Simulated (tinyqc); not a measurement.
Velocity overshoot from momentum and energy balance equations after a field step: one step, computed by the program tinyqc. Command: `OMP_NUM_THREADS=1 python tinyqc.py 3010584 3010585 out.jsonl overshoot walk`. One thread of a shared host (Intel(R) Xeon(R) Processor @ 2.30GHz), about 0.02 s of CPU time with the checks.

At t = 0 the field jumps from 0 to F in a uniform sample. v is the drift velocity and u = w - (3/2) k_B T the excess energy per carrier.

Question. First four steps. dv/dt = e F/m - v/tau_m(u), du/dt = e F v - u/tau_E, tau_m(u) = tau_0/(1 + c u), tau_0 = m mu_0/e, c = mu_0/(e tau_E v_s^2); this choice gives the steady state v (1 + mu_0 F v/v_s^2) = mu_0 F, which saturates at v_s. Step: v_new = (v + dt e F/m)/(1 + dt/tau_m(u)), u_new = (u + dt e F v_new)/(1 + dt/tau_E). Start v = u = 0; the distance adds dt (v + v_new)/2.

Inputs (values chosen for the exercise, modelled on holes in silicon except for tau_E): energy relaxation time tau_E = 0.28 ps; field after the step F = 13 kV/cm; lattice temperature T = 300 K; time step dt = 12 fs.

Scheme: implicit in the damping.

c = 21.60494 1/eV

tau_0 = 111.4384 fs

acceleration e F/m = 0.005716165 1e7 cm/s per fs

Give: Steps.

Answer.

Steps:
```
step  t (fs)  v (1e7 cm/s)     u (eV)  tau_m (fs)
1         12        0.0619  9.263e-05       111.2
2         24        0.1178  2.651e-04       110.8
3         36        0.1682  5.058e-04       110.2
4         48        0.2135  8.044e-04       109.5
```
